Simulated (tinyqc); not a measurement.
Square on-chip spiral inductor, lumped pi model: two steps of the calculation.

Outer diameter do = di + 2 n wd + 2 (n - 1) sp, mean da = (do + di)/2, fill p = (do - di)/(do + di), length l = 4 n da. L = 2.34 mu0 n^2 da/(1 + 2.75 p), mu0 = 4 pi 1e-7 H/m. Rs = rho l/(wd delta (1 - exp(-th/delta))), delta = sqrt(rho/(pi f mu0)). Cs = n wd^2 eps0 eo/hu across the coil. At each end Cox = l wd eps0 eo/(2 ho) leads to the substrate branch Rsi = 2 rs he/(l wd) in parallel with Csi = l wd eps0 11.7/(2 he). With one end grounded Y = 1/(Rs + i w L) + i w Cs + 1/[1/(i w Cox) + 1/(1/Rsi + i w Csi)], w = 2 pi f; Q = -Im Y/Re Y. Eddy currents in neighbouring turns and in the substrate are left out.

Parameters, values chosen for the exercise; values of the order met in silicon radio-frequency processes:
- n = 4.5 (number of turns)
- wd = 8 um (line width)
- sp = 3 um (space between turns)
- di = 60 um (inner diameter)
- th = 4 um (metal thickness)
- rho = 3 uohm cm (metal resistivity)
- ho = 5.3 um (oxide below the coil)
- hu = 0.8 um (oxide between coil and underpass)
- eo = 3 (relative permittivity of the oxide)
- rs = 1000 ohm cm (substrate resistivity)
- he = 80 um (effective spreading depth in the substrate)
- f = 3.2 GHz (frequency)

Constants: eps0 = 8.8541878128e-12 F/m. Results are converted to the units shown.

Problem 1. Geometry and model elements. do, l, L, delta, Rs, Cs, Cox, Rsi and Csi as defined.

Find: do; l; L; delta; Rs; Cs; Cox; Rsi; Csi.

Solution 1.

do = 153.0 um
l = 1917 um
L = 2.882 nH
delta = 1.541 um
Rs = 5.041 ohm
Cs = 9.563 fF
Cox = 38.43 fF
Rsi = 1.043e5 ohm
Csi = 9.929 fF

Problem 2. Admittance, quality factor and apparent inductance. Series branch 1/(Rs + i w L), substrate branch, total Y, Q = -Im Y/Re Y, apparent inductance Im(1/Y)/w, metal-only value w L/Rs, share of the loss in the substrate Re(substrate branch)/Re Y.

L = 2.8816331 nH
Rs = 5.0409825 ohm
Cs = 9.5625228 fF
Cox = 38.430516 fF
Rsi = 1.0432968e5 ohm
Csi = 9.9294847 fF

Give: series branch; substrate branch; Y; Q; apparent inductance; w L/Rs; share of the loss in the substrate.

Solution 2.

series branch = 1.49-17.13i mS
substrate branch = 0.0061+0.1587i mS
Y = 1.50-16.78i mS
Q = 11.21
apparent inductance = 2.941 nH
w L/Rs = 11.49
share of the loss in the substrate = 0.4045 %

Q is 97.6 % of the metal-only value.

tinyqc, about 0.01 s, one thread, Intel Xeon 2.30GHz (shared host): `OMP_NUM_THREADS=1 python tinyqc.py 2302171 2302172 out.jsonl`
